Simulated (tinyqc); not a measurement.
# MOS capacitor on an n-type substrate, surface potential from the exact charge relation: effect of the fixed charge at the interface on threshold and swing

Uniform n-type substrate, Boltzmann statistics, full ionisation, classical densities. psi is the surface potential against the body (positive when the bands bend down) and u = -psi/Vt. Traps are spread evenly over the gap and neutral at flat band, so their charge is -q Dit psi; the minority quasi-Fermi level is shifted by Vb.

ni = sqrt(Nc Nv) exp(-Eg/(2 Vt)), Eg in volts; phiF = Vt ln(N/ni); Cox = eps0 eox/tox; Vfb = phiM - chi - Vt ln(Nc/N) - q Nf/Cox; VT = Vfb - [(2 phiF + Vb)(1 + q Dit/Cox) + sqrt(2 eps0 eps_r q N (2 phiF + Vb))/Cox]. gamma = sqrt(2 eps0 eps_r q N)/Cox; Wm = sqrt(2 eps0 eps_r (2 phiF + Vb)/(q N)); m = 1 + (eps0 eps_r/Wm + q Dit)/Cox; swing m Vt ln 10; Cmin/Cox = 1/(1 + Cox Wm/(eps0 eps_r)).

Inputs (values chosen for the exercise); band and dielectric values close to those of silicon: temperature T = 300 K; band gap Eg = 1.14 eV; relative permittivity eps_r = 11.9; conduction-band density of states at T Nc = 2.8e19 cm^-3; valence-band density of states at T Nv = 2.69e19 cm^-3; electron affinity chi = 4.01 eV; donor density of the substrate N = 3.2e18 cm^-3; relative permittivity of the gate insulator (close to hafnium oxide) eox = 22.3; insulator thickness tox = 27 nm; gate work function phiM = 5.01 eV; density of interface traps Dit = 1.9e10 cm^-2 eV^-1; reverse bias of the inversion layer against the body Vb = 0 V.

Constants: q = 1.602176634e-19 C, kB = 1.380649e-23 J/K, Vt = kB T/q, eps0 = 8.8541878128e-14 F/cm where lengths are in cm. Results are converted to the units shown.

The same in every row: 2 phiF (V) = 1.029; gamma (V^0.5) = 1.421; Wm (nm) = 20.56; m = 1.705; swing (mV/decade) = 101.5; Cmin/Cox = 0.4120.

Results:
```
Nf (cm^-2),Vfb (V),VT (V)
-4e11,1.032,-1.443
-2e11,0.9877,-1.487
0,0.9439,-1.531
4e11,0.8563,-1.619
6e11,0.8125,-1.662
8e11,0.7687,-1.706
```

Estimate the missing row, Nf = 2e11 cm^-2.

Computed row:
```
Nf (cm^-2),Vfb (V),VT (V)
2e11,0.9001,-1.575
```

With this row back in the table: As Nf goes from -4e11 to 8e11, VT falls from -1.44 to -1.71 V, the swing stays at 101 mV/decade and Cmin/Cox stays at 0.412. The whole change of VT is that of Vfb: the curve shifts rigidly.

Program tinyqc, `OMP_NUM_THREADS=1 python tinyqc.py 2060035 2060036 out.jsonl`; Intel Xeon 2.30GHz, shared host, one thread, about 0.01 s.
